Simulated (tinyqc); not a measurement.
Inside a calculation. Method: coherent transport through a tight-binding region between two chains. One step of it, computed by the program tinyqc.

Problem. Transmission at E = -0.39 eV. Surface Green function g = (E - i sqrt(4 t^2 - E^2)) / (2 t^2); self-energy tc^2 g on each contact site; G = (E - H - Sigma)^(-1); Gamma = -2 Im Sigma; T = Gamma_L Gamma_R |G_LR|^2; local density of states -Im G_ii / pi.

H of the central region (eV):
```
           1          2          3
1   0.000000  -0.380000   0.000000
2  -0.380000   0.000000  -1.320000
3   0.000000  -1.320000   0.000000
```

Leads: semi-infinite chains with site energy 0:
```
parameter                           value
lead hopping t (eV)              1.300000
coupling to the left lead (eV)   1.480000
coupling to the right lead (eV)  1.270000
left contact site                       1
right contact site                      3
```

E = -0.390000 eV

Give: g; G; local density of states; transmission.

Solution.

g = -0.1154-0.7605i 1/eV

G (1/eV):
```
                 1                2               3
1  -0.0398-0.5625i   0.1513-0.0285i  0.0562+0.1535i
2   0.1513-0.0285i  -0.0703-0.6737i  0.6933-0.1908i
3   0.0562+0.1535i   0.6933-0.1908i  0.1887-0.1006i
```

local density of states (1/eV): 0.1790  0.2144  0.0320

transmission = 0.2184
